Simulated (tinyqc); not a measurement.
# Single-electron transistor, orthodox theory and master equation: two studies

A metal island with n extra electrons joins the left lead (voltage V) and the right lead (0 V) by tunnel junctions and couples to a gate. Cs = CL + CR + Cg. Adding electron n + 1 costs mu(n) = [q (n + 1/2) - CL V - Cg Vg]/Cs (in volts); the Fermi levels are -V (left) and 0 (right). A jump that gains the energy W has the rate G(W) = (W/q)/(R [1 - exp(-W/Vt)]), W in volts, Vt = kB T/q. Sequential tunnelling only; I > 0 flows from left to right.

Inputs (values chosen for the exercise):
```
symbol,value,unit,meaning
CL,11,aF,capacitance of the left junction
CR,8.7,aF,capacitance of the right junction
Cg,4.3,aF,gate capacitance
RL,500,kohm,resistance of the left junction
RR,500,kohm,resistance of the right junction
T,2.6,K,temperature
Vg,4.2,mV,gate voltage
```

Constants: q = 1.602176634e-19 C, kB = 1.380649e-23 J/K, Vt = kB T/q. Results are converted to the units shown.

Each table varies one quantity; the others keep the values above.

## Current against bias

Onto the island: from the left W = -V - mu(n), from the right W = -mu(n); off the island (n + 1 to n): to the left W = mu(n) + V, to the right W = mu(n). Steady state: p(n + 1)/p(n) = (sum of on rates)/(sum of off rates), normalised. I = q sum_n [p(n + 1) (off to left) - p(n) (on from left)]. Enough charge states are kept that the digits shown do not change.

Current against bias:
```
V (mV),I (nA),mean n,states above 1 %,I (RL + RR)/V
0.668,9.3438e-5,0.000018,1,1.3988e-4
2.56,0.0038408,0.000479,1,0.0015003
4.45,0.094063,0.009151,1,0.021138
6.34,0.83458,0.059616,2,0.13164
8.23,2.6784,0.091189,3,0.32544
10.1,4.8529,0.067346,3,0.48048
12,6.7736,0.044239,3,0.56447
13.9,8.4843,0.026742,3,0.61038
15.8,10.070,0.013007,3,0.63737
17.7,11.581,0.001895,3,0.65429
19.6,13.118,-0.008544,3,0.66930
21.5,14.950,-0.022498,4,0.69534
23.4,16.921,-0.035330,5,0.72311
```

What does the comparison show?

At zero temperature the blockade would end at V = 5.64 mV. The ratio I (RL + RR)/V rises from 1.40e-4 to 0.723. Over the second half of the table the slope between rows varies from 0.795 to 1.04 times 1/(RL + RR).

## The Coulomb oscillation

Same model as above.

Here V = 4.9 mV.

The Coulomb oscillation:
```
Vg (mV),I (nA),mean n
0,0.07386,-0.004
3.73,0.1411,0.012
7.45,0.6642,0.071
11.2,1.504,0.189
14.9,2.140,0.322
18.6,2.432,0.457
22.4,2.359,0.596
26.1,1.927,0.731
29.8,1.179,0.861
33.5,0.4025,0.959
37.3,0.07283,0.996
41,0.1418,1.012
44.7,0.6621,1.071
48.4,1.491,1.187
```

What does the table show?

I is largest, 2.43 nA, at Vg = 18.6 mV and smallest, 0.0728 nA, at 37.3 mV among the rows; the pattern repeats every q/Cg = 37.3 mV. At zero temperature current flows while mu(0) lies between -V and 0, for Vg from 6.10 to 33.4 mV; the mean n moves from 0.00 to 1.19 over the table.

Range of the model: Cotunnelling, which dominates deep in the blockade, is left out.

Numbers from tinyqc (`OMP_NUM_THREADS=1 python tinyqc.py 2780104 2780105 out.jsonl`; about 0.01 s on one thread of a shared Intel Xeon 2.30GHz).
